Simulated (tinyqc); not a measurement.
Precursor delivery and alloy composition in metal-organic vapour-phase epitaxy: one step, computed by the program tinyqc. Command: `OMP_NUM_THREADS=1 python tinyqc.py 3010512 3010513 out.jsonl movpe walk`. One thread of a shared host (Intel(R) Xeon(R) Processor @ 2.30GHz), about 0.01 s of CPU time with the checks.

Carrier gas leaves each bubbler saturated. Group-III species cross a boundary layer and react at the surface; element 2 can also desorb. The film is (1)_(1-x) (2)_x V with a zinc-blende cell.

Task: Transport to the surface. Partial pressure p_i = p F_i/(44615 x total flow in slm); density n_i = p_i/(k_B T), 1 torr = 133.322 Pa; D = D0 (T/273.15)^1.75 (760/p), h = D/delta, the same for both; k_s = prefactor x exp(-energy/(k_B T)); arrival J_i = n_i/(1/h + 1/k_s); in layers per second g_i = J_i a^2/2 (two group-III sites per a^2 on (001)). Temperatures in kelvin are T(C) + 273.15.

Inputs (values chosen for the exercise, close to those used for InGaAs from TMGa and TMIn): source 1: bath temperature = -1 C; source 2: bath temperature = 20 C; total flow = 17 slm; reactor pressure p = 760 torr; diffusivity D0 at 273.15 K and 760 torr = 0.32 cm^2/s; boundary layer delta = 0.7 cm; prefactor of the surface rate k_s = 1.3e+13 cm/s; energy of k_s = 1.87 eV; lattice constant a = 5.75 angstrom; growth temperature T = 580 C.

molar flows (micromol/min): F1 41.49573, F2 12.41823

Constants: k_B = 1.380649e-23 J/K; k_B = 8.617333262e-05 eV/K.

Give: densities; h; k_s; arrival rates.

Result:

densities (1/cm^3): n1 4.7063e+14, n2 1.4084e+14

h = 3.3546 cm/s

k_s = 116.78 cm/s

arrival rates (layers/s): g1 2.5371, g2 0.75925

Growth is transport-limited.
